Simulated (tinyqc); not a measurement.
Surface potential of a MOS transistor: implicit equation and explicit approximations: one step of the calculation.

p-type body, charge-sheet picture, depletion and inversion only, full ionisation (an idealisation for deep acceptors), Boltzmann statistics (rough once Na exp(x - xn) passes about Nc/7). In units of Vt: xg = (Vg - Vfb)/Vt, x = psi/Vt, G = gamma/sqrt(Vt), xn = (2 phiF + Vc)/Vt. The implicit equation is (xg - x)^2 = G^2 [x - 1 + exp(x - xn)] for x above about 3. Cox = eps0 eox/tox.

Problem. Scales. ni = sqrt(Nc Nv) exp(-Eg/(2 Vt)), Eg in volts; phiF = Vt ln(Na/ni); gamma = sqrt(2 q eps0 eps_r Na)/Cox; VT = Vfb + Vt (xn + G sqrt(xn - 1)).

Values chosen for this exercise; band and dielectric values close to those of silicon:

| symbol | value | unit | meaning |
|---|---|---|---|
| T | 300 | K | temperature |
| Eg | 1.14 | eV | band gap |
| eps_r | 11.6 |  | relative permittivity |
| Nc | 2.83e19 | cm^-3 | conduction-band density of states at T |
| Nv | 2.6e19 | cm^-3 | valence-band density of states at T |
| eox | 3.9 |  | relative permittivity of the gate insulator (close to silicon dioxide) |
| tox | 2.9 | nm | insulator thickness |
| Na | 1.5e18 | cm^-3 | acceptor density |
| Vfb | -0.55 | V | flat-band voltage |
| Vc | 1 | V | channel-body voltage |
| Vg | 2.91 | V | gate-body voltage |

Constants: q = 1.602176634e-19 C, kB = 1.380649e-23 J/K, Vt = kB T/q, eps0 = 8.8541878128e-14 F/cm where lengths are in cm. Results are converted to the units shown.

Find: phiF; gamma; G; xn; VT; xg.

Solution.

phiF = 0.49516 V
gamma = 0.59007 V^0.5
G = 3.6699
xn = 76.989
VT = 2.2674 V
xg = 133.84

Range of the model: The electron quasi-Fermi level lies less than 2 Vt below the band edge at the surface, or above it, where degeneracy and confinement, left out, matter.

Computed by the program tinyqc: `OMP_NUM_THREADS=1 python tinyqc.py 2122047 2122048 out.jsonl`, one thread of a shared Intel Xeon 2.30GHz, about 0.01 s for the whole run.
